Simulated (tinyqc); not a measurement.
Inside a calculation: band folding and unfolding in a supercell of a chain. Values are carried at full precision from step to step, so a last printed digit may differ when a step is redone from the rounded ones.

A chain with hopping -t and n = 2 sites a supercell. H(K) has v_j on the diagonal, -t between neighbours and -t exp(2 pi i K) on the bond that closes the cell (from the last site to the first of the next cell). The point K holds the n wave vectors k_m = (K + m)/n of the primitive zone, in 2 pi/a, m = 0 to n - 1, with E0 = -2t cos(2 pi k_m). The unfolding weight of a state c on k_m is |sum_j c_j exp(-2 pi i k_m j)|^2/n, j = 0 to n - 1.

Inputs chosen for the exercise: t = 1 eV (hopping); v = (-0.11, 0.11) eV (site energies in the supercell); Kq = 0.21 2 pi/(n a) (wave vector in the small zone).

## Folded levels and Fourier components

List k_m and E0; V_q = (1/n) sum_j v_j exp(-2 pi i q j/n) couples k_m to k_(m+q).

Folded band:
```
m  k_m (2 pi/a)  E0 (eV)
0        0.1050  -1.5803
1        0.6050   1.5803
```

V_0, V_1, ... (eV): [0.0000, -0.1100]

## Supercell Hamiltonian

Fill in H(K).

H (eV):
$$\begin{pmatrix}
-0.1100 & -1.2487+0.9686i \\
-1.2487-0.9686i & 0.1100
\end{pmatrix}$$

## Levels and unfolding weights

Diagonalise and project each state on the k_m.

levels (eV): [-1.5841, 1.5841]

weights, rows m=0, m=1; columns level 1, level 2:
$$\begin{pmatrix}
0.999 & 0.001 \\
0.001 & 0.999
\end{pmatrix}$$

Every state keeps 99.9 % on one k; rows and columns each add to one.

## Moments of the spectral function

For each k_m: mean sum_i W E_i and variance sum_i W E_i^2 less the mean squared. The mean must be E0 plus the average of v, and the variance that of v.

Moments:
```
m  mean (eV)  variance (eV^2)
0     -1.580            0.012
1      1.580            0.012
```

The average of v is 0.0000 eV and its variance 0.0121 eV^2: the virtual crystal gives the mean, and the variance is the spread of weight over several levels that it leaves out.

## Checks

- Variance of the spectral function against the variance of v: they agree to 1e-10 or better.
- Levels for v = 0 against the folded band: they agree to 1e-10 or better.

Program tinyqc; command `OMP_NUM_THREADS=1 python tinyqc.py 1451270 1451271 out.jsonl`; about 0.01 s on one thread of a shared Intel(R) Xeon(R) Processor @ 2.30GHz.
